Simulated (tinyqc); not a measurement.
## Thickness and doping from the maximum and minimum capacitance

Inverse problem. A MOS capacitor has Cmax = Cox = eps0 eox/tox and 1/Cmin = 1/Cox + Wm/(eps0 eps_r), with Wm = sqrt(4 eps0 eps_r Vt ln(N/ni)/(q N)) and N well above ni. Find tox, Wm and N.

Inputs (values chosen for the exercise); band and dielectric values close to those of germanium: temperature T = 300 K; relative permittivity eps_r = 16; relative permittivity of the gate insulator (close to aluminium oxide) eox = 8.93.

Constants: q = 1.602176634e-19 C, kB = 1.380649e-23 J/K, Vt = kB T/q, eps0 = 8.8541878128e-14 F/cm where lengths are in cm. Results are converted to the units shown.

Cmax = 0.20273820 uF/cm^2
Cmin = 0.099258481 uF/cm^2
ni = 2.4837587e13 cm^-3

Answer. Cmax gives tox and the series difference Wm. N follows by iterating N = 4 eps0 eps_r Vt ln(N/ni)/(q Wm^2); ln(N/ni)/N falls steadily for N > e ni, so there is one root in that range.

tox = 39.00 nm
Wm = 72.85 nm
N = 1.500e17 cm^-3

Computed by the program tinyqc: `OMP_NUM_THREADS=1 python tinyqc.py 2060118 2060119 out.jsonl`, one thread of a shared Intel Xeon 2.30GHz, about 0.01 s for the whole run.
